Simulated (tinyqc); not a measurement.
What each parameter of the potential does: deformation potentials from a strained empirical pseudopotential.

Diamond lattice, no spin-orbit coupling. Atomic form factor V(q) = a1 (q^2 - a2)/(a3 exp(a4 q^2) - 1) in rydberg with q in 1/bohr, for the unstrained cell. Under a strain e the reciprocal vectors and k go over into (1 + e)^(-1) G, the atoms sit at +/- tau with tau = (1 + e) a (1,1,1)/8 - zeta a (eyz, ezx, exy)/4, and H(G,G') = c |k + G|^2 delta + (V(q)/det(1 + e)) cos(q.tau), q = G - G', with the term q = 0 left out; c = hbar^2/2m0. The basis is fixed before straining: all G with |k + G|^2 up to 16 (2 pi/a)^2. k is given in units of 2 pi/a of the unstrained cell.

Constants: hbar^2/2m0 = 3.80998211 eV angstrom^2; Ry = 13.60569312 eV; a0 (Bohr radius) = 0.5291772105 angstrom.

Parameters, chosen for this exercise (near those of Si; shifted at random, so the results belong to these values and not to a real crystal):
- a = 5.422 angstrom (lattice constant)
- a1 = 0.536
- a2 = 2.209
- a3 = 2.064
- a4 = 0.484
- kD = 0.82 2 pi/a (position of the Delta minimum)

Gaps from the valence top to level 8 at Gamma and level 5 at (kD,0,0) and L, and their deformation potentials [E(+h) - E(-h)]/(3 ln((1 + h)/(1 - h))) for e = +/- h 1, h = 0.002. The row for the lattice constant keeps V(q) without the volume factor, so it is not a strain.

One parameter was then changed.

Results before and after:

| case | Gamma (eV) | Delta (eV) | L (eV) | potential Gamma (eV) | potential Delta (eV) | potential L (eV) |
|---|---|---|---|---|---|---|
| base | 4.075 | 1.157 | 2.019 | -8.91 | 2.60 | -1.98 |
| changed | 4.170 | 1.246 | 2.096 | -9.08 | 2.52 | -2.06 |

Which of these changes was made? (a) a1 = 0.531; (b) a2 = 2.187; (c) a = 5.476 angstrom; (d) a3 = 2.085; (e) a4 = 0.479.

Answer: (e) a4 = 0.479. Of the candidates, run in turn, only this one gives the changed row.

All candidates:

| case | Gamma (eV) | Delta (eV) | L (eV) | potential Gamma (eV) | potential Delta (eV) | potential L (eV) |
|---|---|---|---|---|---|---|
| base | 4.075 | 1.157 | 2.019 | -8.91 | 2.60 | -1.98 |
| a = 5.476 angstrom | 3.939 | 1.448 | 2.118 | -9.20 | 2.28 | -2.17 |
| a1 = 0.531 | 4.033 | 1.089 | 1.969 | -8.83 | 2.60 | -1.96 |
| a2 = 2.187 | 4.190 | 1.083 | 2.022 | -8.83 | 2.65 | -1.94 |
| a3 = 2.085 | 4.028 | 1.063 | 1.953 | -8.81 | 2.59 | -1.97 |
| a4 = 0.479 | 4.170 | 1.246 | 2.096 | -9.08 | 2.52 | -2.06 |

tinyqc: `OMP_NUM_THREADS=1 python tinyqc.py 1881195 1881196 out.jsonl`; about 0.2 s, one thread, shared Intel(R) Xeon(R) Processor @ 2.30GHz.
